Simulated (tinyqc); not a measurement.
From results to parameters: Hueckel model of a polar double bond. Computed by the program tinyqc.

Problem. A C=X pi bond in Hueckel theory has H_XX = alpha + h beta, H_CC = alpha and H_CX = k beta, with two electrons. Find h, k, the charge on carbon and the bond order.

x values of the two levels (E = alpha + x beta): 0.964981  -0.324981

Solution. The sum of the x values is h and their product is -k^2; the charge on carbon is h/sqrt(h^2 + 4k^2) and the bond order 2k/sqrt(h^2 + 4k^2).

h, k: 0.6400  0.5600
charge on carbon, bond order: 0.4961  0.8682
